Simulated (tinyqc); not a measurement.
# Bandgap voltage reference from two bipolar transistors: output against temperature

Two transistors of area 1 and N carry the same current I. Is(T) = Is (T/T0)^eta exp[(Vg0 q/kB)(1/T0 - 1/T)], VBE1 = Vt ln(I/Is(T)) + I rb, VBE2 = Vt ln(I/(N Is(T))) + I rb/N. The amplifier forces I R1(T) = VBE1 - VBE2 + Vos, with R(T) = R (1 + tc (T - T0)) for both resistors, and the output is Vref = VBE1 + I R2(T). Base currents and the Early effect are neglected.

Vt = kB T/q; I = (Vt ln N + Vos)/(R1(T) - rb (1 - 1/N)).

Values chosen for this exercise; values of the order met in silicon bipolar transistors: reference temperature T0 = 298 K; band-gap voltage extrapolated to 0 K Vg0 = 1.205 V; temperature exponent of the saturation current eta = 3.2; saturation current of the unit transistor at T0 Is = 5.4e-17 A; area ratio of the second transistor N = 8; resistor across which the difference of VBE falls, at T0 R1 = 4.9 kohm; temperature coefficient of both resistors tc = 1000 ppm/K; offset of the amplifier Vos = 0 mV; series resistance of the unit transistor rb = 17 ohm; output resistor at T0 R2 = 58.29 kohm.

Constants: q = 1.602176634e-19 C, kB = 1.380649e-23 J/K. Results are converted to the units shown.

Output against temperature:

| T (K) | I (uA) | VBE1 (V) | I R2 (V) | Vref (V) | Vref - Vref(T0) (mV) | dVref/dT (uV/K) |
|---|---|---|---|---|---|---|
| 218 | 8.6942 | 0.82719 | 0.46624 | 1.2934 | -12.458 | 193.74 |
| 233 | 9.1428 | 0.79793 | 0.49829 | 1.2962 | -9.6679 | 178.48 |
| 253 | 9.7190 | 0.75857 | 0.54103 | 1.2996 | -6.2910 | 159.44 |
| 273 | 10.272 | 0.71885 | 0.58376 | 1.3026 | -3.2815 | 141.70 |
| 298 | 10.931 | 0.66872 | 0.63717 | 1.3059 | 0 | 121.09 |
| 323 | 11.558 | 0.61810 | 0.69057 | 1.3087 | 2.7853 | 101.96 |
| 348 | 12.155 | 0.56703 | 0.74397 | 1.3110 | 5.1088 | 84.115 |
| 373 | 12.725 | 0.51553 | 0.79736 | 1.3129 | 7.0003 | 67.379 |
| 398 | 13.268 | 0.46363 | 0.85075 | 1.3144 | 8.4859 | 51.619 |
| 423 | 13.787 | 0.41135 | 0.90413 | 1.3155 | 9.5884 | 36.723 |

VBE1 falls by 2.03 mV/K on average and I R2 rises by 2.14 mV/K. The slope of Vref vanishes at T = 491 K. Between 233 and 398 K Vref spans 18.2 mV, or 84.2 ppm/K by the box method (span over the average over T, over 165 K).

Program tinyqc, `OMP_NUM_THREADS=1 python tinyqc.py 2062016 2062017 out.jsonl`; Intel Xeon 2.30GHz, shared host, one thread, about 0.02 s.
